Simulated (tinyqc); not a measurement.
p-n diode, drift-diffusion by the Gummel loop with Scharfetter-Gummel fluxes: one step of the calculation.

Abrupt junction at x = 0, p side from -Lp, n side to Ln, ohmic contacts. psi is counted from the intrinsic level; n = ni exp((psi - phin)/Vt), p = ni exp((phip - psi)/Vt). Contacts: p side psi = V - Vt ln(Na/ni), p = Na, n = ni^2/Na; n side psi = Vt ln(Nd/ni), n = Nd, p = ni^2/Nd. Constant mobilities, D = mu Vt, Boltzmann statistics, SRH recombination through a mid-gap level, U = (n p - ni^2)/(tp (n + ni) + tn (p + ni)). Current is positive from the p contact to the n contact.

Question. Recombination and current. U_i as defined. J = Jn at the p contact + Jp at the n contact + q sum w_i U_i - q G sum w_i over the inner nodes, which avoids differences of large majority fluxes: Jn = (q mun Vt/h_0)[n_1 B(d_0) - n_0 B(-d_0)], Jp = (q mup Vt/h_last)[p_(N-1) B(d_last) - p_N B(-d_last)], d_i = (psi_(i+1) - psi_i)/Vt, B(d) = d/(exp(d) - 1), w_i = (h_(i-1) + h_i)/2.

Values chosen for this exercise; band and dielectric values close to those of indium phosphide:
- T = 300 K (temperature)
- mun = 2100 cm^2/(V s) (electron mobility)
- mup = 110 cm^2/(V s) (hole mobility)
- tn = 3e-10 s (SRH lifetime of electrons)
- tp = 3e-10 s (SRH lifetime of holes)
- G = 0 cm^-3 s^-1 (uniform generation rate)

Constants: q = 1.602176634e-19 C, kB = 1.380649e-23 J/K, Vt = kB T/q. Results are converted to the units shown.

x, node 0 to 13 (nm): [-1300, -661, -332, -162, -74.4, -29.3, -6, 6, 36, 111, 299, 770, 1950, 4900]
ni = 1.6645581e7 cm^-3
converged psi, node 0 to 13 (V): [0.36651832, 0.36645877, 0.36642874, 0.36641350, 0.36640763, 0.36663989, 0.37454451, 0.43959830, 0.52536548, 0.55827485, 0.55957736, 0.55945662, 0.55932624, 0.55904156]
converged n, node 0 to 13 (cm^-3): [3.7955529e-4, 1.0036080e13, 1.6175272e13, 1.9766007e13, 2.1753970e13, 2.3020966e13, 3.1912007e13, 3.9652132e14, 1.0948976e16, 3.9115556e16, 4.1156541e16, 4.1029063e16, 4.1000973e16, 4.1e16]
converged p, node 0 to 13 (cm^-3): [7.3e17, 7.3001003e17, 7.3001617e17, 7.3001965e17, 7.2996788e17, 7.2332855e17, 5.3272561e17, 4.3007055e16, 1.5380290e15, 3.6606412e14, 1.7148242e14, 2.8942287e13, 9.6842485e11, 0.0067579356]

Give: U; Jn at the p contact; Jp at the n contact; recombination; generation; J.

Answer.

U, node 0 to 13 (cm^-3 s^-1): [0, 3.3453e22, 5.3916e22, 6.5885e22, 7.2511e22, 7.6734e22, 1.0637e23, 1.3097e24, 4.4953e24, 1.2089e24, 5.6924e23, 9.6406e22, 3.2280e21, 0]
Jn at the p contact = 1.3677 A/cm^2
Jp at the n contact = 0.0015039 A/cm^2
recombination = 11.916 A/cm^2
generation = 0 A/cm^2
J = 13.285 A/cm^2

Program tinyqc, `OMP_NUM_THREADS=1 python tinyqc.py 2240070 2240071 out.jsonl`; Intel Xeon 2.30GHz, shared host, one thread, about 0.2 s.
